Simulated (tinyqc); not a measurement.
Haynes-Shockley experiment: drift, diffusion and decay of a minority-carrier pulse: one step, computed by the program tinyqc.

A thin sheet of excess carriers is made at x = 0, t = 0 in a long uniform bar; injection is low, so the pulse moves with the minority mobility.

Question. Shape in time. dn(x, t) = N0/sqrt(4 pi D t) exp(-(x - v t)^2/(4 D t) - t/tau). Times are 0.7, 0.8, 0.9, 0.95, 1, 1.05, 1.1, 1.2 and 1.4 t_p.

Inputs (values chosen for the exercise, modelled on holes in n-type silicon in a lightly doped bar): lifetime tau = 58 microsecond; temperature T = 300 K; distance d to the collector = 0.42 cm; injected sheet density N0 = 3.6e+09 1/cm^2.

time of the peak t_p = 29.02895 microsecond

D = 10.96125 cm^2/s

drift velocity v = 14416 cm/s

peak density = 3.445093e+10 1/cm^3

Give: the table «Signal at d» with the columns t (microsecond), dn (1/cm^3), dn/peak, for t/t_p = 0.70, 0.80, 0.90, 0.95, 1.00, 1.05, 1.10, 1.20, 1.40.

Answer.

Signal at d:
```
t/t_p  t (microsecond)  dn (1/cm^3)   dn/peak
0.70              20.3     6.47e+02  1.88e-08
0.80              23.2     3.41e+07  9.90e-04
0.90              26.1     7.41e+09  2.15e-01
0.95              27.6     2.39e+10  6.95e-01
1.00              29.0     3.45e+10  1.00e+00
1.05              30.5     2.48e+10  7.19e-01
1.10              31.9     9.80e+09  2.84e-01
1.20              34.8     3.43e+08  9.94e-03
1.40              40.6     4.70e+03  1.36e-07
```

At 0.9 and 1.1 t_p the signal is 0.215 and 0.284 of its peak: the trailing side is the wider one.
